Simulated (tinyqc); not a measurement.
Longitudinal sound in a periodic multilayer: transfer matrices, stop bands and folded phonons: one step, computed by the program tinyqc. Command: `OMP_NUM_THREADS=1 python tinyqc.py 3008710 3008711 out.jsonl multilayer walk`. One thread of a shared host (Intel(R) Xeon(R) Processor @ 2.30GHz), about 0.01 s of CPU time with the checks.

Layers 1 and 2 repeat with period d = d_1 + d_2; waves travel normal to the layers, without loss. State vector (u, s): displacement u and stress divided by omega. Impedances Z = rho v are in 1e6 kg/(m^2 s).

Problem. Impedances, mean velocity and Bragg frequency. Z = rho v; interface reflection r = (Z_2 - Z_1)/(Z_2 + Z_1) (stress amplitude, from 1 into 2); Bragg frequency f_B = 1/[2 (d_1/v_1 + d_2/v_2)]; long-wave velocity v_eff = d/sqrt[(d_1/v_1)^2 + (d_2/v_2)^2 + (Z_1/Z_2 + Z_2/Z_1)(d_1/v_1)(d_2/v_2)].

Inputs (values chosen for the exercise, modelled on silica (layer 1), hafnia (layer 2) and gallium arsenide (substrate)):
```
quantity,value,unit
density rho_1,2.21,g/cm^3
velocity v_1,5970,m/s
thickness d_1,291,nm
density rho_2,9.67,g/cm^3
velocity v_2,5550,m/s
thickness d_2,98.8,nm
substrate density,5.38,g/cm^3
substrate velocity,4650,m/s
```

Give: Z_1; Z_2; Z of the substrate; interface reflection r; Bragg frequency f_B; long-wave velocity v_eff.

Solution.

Z_1 = 13.1937

Z_2 = 53.6685

Z of the substrate = 25.017

interface reflection r = 0.60535

Bragg frequency f_B = 7.5137 GHz

long-wave velocity v_eff = 4858.9 m/s
